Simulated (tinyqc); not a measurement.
# Inputs raised by 2 %, one at a time

Model: strain-driven roughening and islands of a mismatched epitaxial film. Computed by tinyqc, a small Python program. Command: `OMP_NUM_THREADS=1 python tinyqc.py 3028107 3028108 out.jsonl island sens`. One thread of a shared host (Intel(R) Xeon(R) Processor @ 2.30GHz), about 0.01 s of CPU time with the checks.

Film and substrate share isotropic elastic constants; the film is coherent and biaxially strained.

Inputs (values chosen for the exercise, modelled on InAs on InP):

| quantity | value | unit |
|---|---|---|
| misfit \|f\| | 0.0334 | - |
| shear modulus G | 30.6 | GPa |
| Poisson ratio nu | 0.32 | - |
| surface energy gamma | 0.713 | J/m^2 |
| contact angle of the shallow shape theta_1 | 10.2 | degrees |
| contact angle of the steep shape theta_2 | 30.4 | degrees |
| facet energy of shape 1 over gamma | 0.9989 | - |
| facet energy of shape 2 over gamma | 1.002 | - |
| wetting energy gamma_s - gamma | 0.37 | J/m^2 |
| decay length of wetting delta | 0.37 | nm |
| surface mobility D_s nu_s Omega^2/(k_B T) | 2e-34 | m^6/(J s) |
| island volume V | 83 | nm^3 |

Transport: surface diffusion.

Constants: e = 1.602176634e-19 C.

Method:
- M = 2 G (1 + nu)/(1 - nu); stress = M f; energy density w = M f^2.
- A ripple A cos(k x) has the surface chemical potential per volume [gamma k^2 - 2 (1 + nu) w k] A cos(k x), so k_c = 2 (1 + nu) w/gamma. With surface diffusion the amplitude grows at the rate q = B k^2 [2 (1 + nu) w k - gamma k^2], fastest at k_m = (3/4) k_c. B is the surface mobility.
- The surface energy depends on thickness as gamma + (gamma_s - gamma) exp(-h/delta). Its curvature adds W2 = (gamma_s - gamma) exp(-h/delta)/delta^2 to the restoring terms; the flat film is stable while W2 > (1 + nu)^2 w^2/gamma, which gives h_c = delta ln[(gamma_s - gamma) gamma/(delta^2 (1 + nu)^2 w^2)], or 0 if negative.
- Shallow faceted island (Tersoff form): E = 4 Gam V^(2/3) tan^(1/3)(theta) - 6 c V tan(theta), Gam = gamma [x/sin(theta) - 1/tan(theta)], x the facet energy over gamma, c = stress^2 (1 - nu)/(2 pi G).
- The barrier is the maximum of E, at V_c = [4 Gam/(9 c)]^3 / tan^2(theta) (1 GPa nm = 1 J/m^2).
- The two energies cross at V_x^(1/3) = 4 [Gam_2 t2^(1/3) - Gam_1 t1^(1/3)]/(6 c (t2 - t1)), t = tan(theta); mu = dE/dV.

Runs:

| input moved | from | to | fastest wavelength (nm) | growth time 1/q at k_m (s) | wetting-layer thickness h_c (nm) | crossing volume V_x (nm^3) |
|---|---|---|---|---|---|---|
| base run | - | - | 17.07 | 1.147 | 1.533 | 57.46 |
| misfit \|f\| | 0.0334 | 0.034068 | 16.41 | 0.979 | 1.503 | 51.02 |
| surface energy gamma (J/m^2) | 0.713 | 0.72726 | 17.41 | 1.217 | 1.540 | 60.98 |
| contact angle of the shallow shape theta_1 (degrees) | 10.2 | 10.404 | 17.07 | 1.147 | 1.533 | 57.70 |
| contact angle of the steep shape theta_2 (degrees) | 30.4 | 31.008 | 17.07 | 1.147 | 1.533 | 57.58 |
| wetting energy gamma_s - gamma (J/m^2) | 0.37 | 0.3774 | 17.07 | 1.147 | 1.540 | 57.46 |
| surface mobility D_s nu_s Omega^2/(k_B T) (m^6/(J s)) | 2e-34 | 2.04e-34 | 17.07 | 1.124 | 1.533 | 57.46 |
| facet energy of shape 2 over gamma | 1.002 | 1.02204 | 17.07 | 1.147 | 1.533 | 94.48 |

Exponents ln(y'/y) / ln(x'/x):

| input | fastest wavelength | growth time 1/q at k_m | wetting-layer thickness h_c | crossing volume V_x |
|---|---|---|---|---|
| misfit \|f\| | -2 | -8 | -0.975 | -6.000 |
| surface energy gamma | 1 | 3 | 0.241 | 3.000 |
| contact angle of the shallow shape theta_1 | 0 | 0 | 0.000 | 0.213 |
| contact angle of the steep shape theta_2 | 0 | 0 | 0.000 | 0.107 |
| wetting energy gamma_s - gamma | 0 | 0 | 0.241 | 0.000 |
| surface mobility D_s nu_s Omega^2/(k_B T) | 0 | -1 | 0.000 | 0.000 |
| facet energy of shape 2 over gamma | 0 | 0 | 0.000 | 25.113 |

Which inputs matter most for each result?

Among the inputs moved here: fastest wavelength answers most in size to misfit |f| (exponent -2.000), next to surface energy gamma (+1.000); its exponent is below 0.0005 for contact angle of the shallow shape theta_1, contact angle of the steep shape theta_2, wetting energy gamma_s - gamma, surface mobility D_s nu_s Omega^2/(k_B T), facet energy of shape 2 over gamma. Its exponent -2.000 in misfit |f|: gamma over the strain energy density. Its exponent +1.000 in surface energy gamma: gamma over the strain energy density. Growth time 1/q at k_m answers most in size to misfit |f| (exponent -8.000), next to surface energy gamma (+3.000); its exponent is below 0.0005 for contact angle of the shallow shape theta_1, contact angle of the steep shape theta_2, wetting energy gamma_s - gamma, facet energy of shape 2 over gamma. Its exponent -8.000 in misfit |f|: the rate goes as gamma k_c^4. Its exponent +3.000 in surface energy gamma: the rate goes as gamma k_c^4 with k_c as 1/gamma. Wetting-layer thickness h_c answers most in size to misfit |f| (exponent -0.975), next to surface energy gamma (+0.241); its exponent is below 0.0005 for contact angle of the shallow shape theta_1, contact angle of the steep shape theta_2, surface mobility D_s nu_s Omega^2/(k_B T), facet energy of shape 2 over gamma. Crossing volume V_x answers most in size to facet energy of shape 2 over gamma (exponent +25.113), next to misfit |f| (-6.000); its exponent is below 0.0005 for wetting energy gamma_s - gamma, surface mobility D_s nu_s Omega^2/(k_B T). Its exponent -6.000 in misfit |f|: (Gam/c)^3.

Caution (all rows): a critical island of a few cubic nanometres holds a few hundred atoms at most, and edge energies, left out here, matter. Caution (all rows): the shallow-slope form overstates the relaxation of facets steeper than about 25 degrees.
